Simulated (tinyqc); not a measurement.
# Input admittance of a MOSFET at zero drain bias: distributed channel and distributed gate: two studies

Source and drain grounded, strong inversion, w = 2 pi f, Cox = eps0 eox/tox. The channel is an RC line of resistance 1/(mu Cox Vo) per square fed from both ends, so one finger has the intrinsic admittance y = i w Cox L tanh(g)/g per width, g = (1/2) sqrt(i w tau), tau = L^2/(mu Vo). The vertical resistance rv/L is in series with y, the overlaps 2 i w Cov in parallel: y_t = 1/(1/y + rv/L) + 2 i w Cov. The gate strip is a line of Rsh/L per length loaded by y_t, so a finger has Y = y_t Wf tanh(k)/k, k = (Wf/sd) sqrt(y_t Rsh/L); the device has Nf Y.

Parameters, values chosen for the exercise; values of the order met in silicon radio-frequency transistors:
```
symbol,value,unit,meaning
eox,3.9,,relative permittivity of the gate insulator (close to silicon dioxide)
tox,7.7,nm,insulator thickness
L,0.23,um,channel length
Wf,5.9,um,finger width
Nf,64,,number of fingers
mu,220,cm^2/(V s),channel mobility
Vo,0.53,V,gate overdrive
Rsh,35,ohm/square,sheet resistance of the gate
rv,4.5,ohm um^2,vertical resistivity of the gate stack
sd,1,,number of ends at which a finger is contacted
Cov,0.4,fF/um,overlap and fringe capacitance on each side
f,5.9,GHz,frequency
```

Constants: eps0 = 8.8541878128e-14 F/cm where lengths are in cm. Results are converted to the units shown.

Each table varies one quantity; the others keep the values above.

## Input impedance against frequency

Low-frequency limits, with c = Cox L and ct = c + 2 Cov: R_strip = Rsh Wf/(3 sd^2 L Nf), R_ch = (c/ct)^2 L/(12 mu Cox Vo Wf Nf), R_vert = (c/ct)^2 rv/(L Wf Nf), C = ct Wf Nf. Z = 1/(Nf Y) = R + 1/(i w C), Q = |Im Z|/R, far-point signal |1/cosh k|.

The same in every row: low-frequency R (ohm) = 5.001.

Result of one run:

| f (GHz) | w tau | \|k\| | R (ohm) | C (fF) | Q | signal at the far point |
|---|---|---|---|---|---|---|
| 1 | 0.02851 | 0.2469 | 5.000 | 691.5 | 46.03 | 0.9996 |

What becomes of these results when the frequency f is changed from 1 to 0.4 GHz, all else the same?

Result of the changed run:

| f (GHz) | w tau | \|k\| | R (ohm) | C (fF) | Q | signal at the far point |
|---|---|---|---|---|---|---|
| 0.4 | 0.01140 | 0.1561 | 5.000 | 691.5 | 115.1 | 0.9999 |

The whole series:

| f (GHz) | w tau | \|k\| | R (ohm) | C (fF) | Q | signal at the far point |
|---|---|---|---|---|---|---|
| 0.06 | 0.001710 | 0.06048 | 5.001 | 691.6 | 767.1 | 1.000 |
| 0.2 | 0.005701 | 0.1104 | 5.001 | 691.6 | 230.1 | 1.000 |
| 0.4 | 0.01140 | 0.1561 | 5.000 | 691.5 | 115.1 | 0.9999 |
| 1 | 0.02851 | 0.2469 | 5.000 | 691.5 | 46.03 | 0.9996 |
| 3 | 0.08552 | 0.4276 | 4.999 | 691.0 | 15.36 | 0.9968 |
| 9 | 0.2566 | 0.7406 | 4.989 | 686.9 | 5.160 | 0.9726 |
| 20 | 0.5701 | 1.103 | 4.947 | 669.4 | 2.403 | 0.8825 |
| 70 | 1.995 | 2.050 | 4.478 | 519.9 | 0.9765 | 0.4588 |
| 200 | 5.701 | 3.316 | 3.323 | 308.8 | 0.7755 | 0.1488 |

R falls from 5.00 to 3.32 ohm and C falls from 692 to 309 fF. Q goes as f^(-1.00) between the first two rows and f^(-0.22) between the last two, where w tau = 5.70 and |k| = 3.32. The low-frequency limits hold both R and C within 5 % up to f = 20 GHz among the rows.

## Effect of the channel length

Same model as above.

Result of one run:

| L (um) | w tau | \|k\| | R (ohm) | low-frequency R (ohm) | C (fF) | Q | signal at the far point |
|---|---|---|---|---|---|---|---|
| 0.058 | 0.010695 | 0.90858 | 18.490 | 18.571 | 394.36 | 3.6993 | 0.94741 |

What becomes of these results when the channel length L is changed from 0.058 to 3 um, all else the same?

Result of the changed run:

| L (um) | w tau | \|k\| | R (ohm) | low-frequency R (ohm) | C (fF) | Q | signal at the far point |
|---|---|---|---|---|---|---|---|
| 3 | 28.614 | 0.29538 | 8.4149 | 11.642 | 2891.0 | 1.1088 | 0.97181 |

The whole series:

| L (um) | w tau | \|k\| | R (ohm) | low-frequency R (ohm) | C (fF) | Q | signal at the far point |
|---|---|---|---|---|---|---|---|
| 0.03 | 0.0028614 | 1.1862 | 35.419 | 35.862 | 338.28 | 2.2514 | 0.86656 |
| 0.058 | 0.010695 | 0.90858 | 18.490 | 18.571 | 394.36 | 3.6993 | 0.94741 |
| 0.11 | 0.038470 | 0.72871 | 9.8428 | 9.8608 | 485.32 | 5.6471 | 0.97691 |
| 0.22 | 0.15388 | 0.60560 | 5.1833 | 5.1884 | 672.57 | 7.7378 | 0.98764 |
| 0.42 | 0.56083 | 0.53684 | 3.4445 | 3.4480 | 1010.7 | 7.7489 | 0.98847 |
| 0.8 | 2.0348 | 0.49318 | 3.5977 | 3.6118 | 1639.9 | 4.5721 | 0.97907 |
| 1.6 | 8.1390 | 0.42270 | 5.8865 | 6.1443 | 2693.5 | 1.7014 | 0.95820 |
| 3 | 28.614 | 0.29538 | 8.4149 | 11.642 | 2891.0 | 1.1088 | 0.97181 |

As L goes from 0.03 to 3, R goes from 35.4 through a minimum of 3.44 (at L = 0.42 among the rows listed) to 8.41 ohm, C rises from 338 to 2890 fF and Q goes from 2.25 through a maximum of 7.75 (at L = 0.42 among the rows listed) to 1.11. R_strip falls as 1/L while R_ch grows with L, which gives the minimum of R.

Computed by the program tinyqc: `OMP_NUM_THREADS=1 python tinyqc.py 2262165 2262166 out.jsonl`, one thread of a shared Intel Xeon 2.30GHz, about 0.01 s for the whole run.
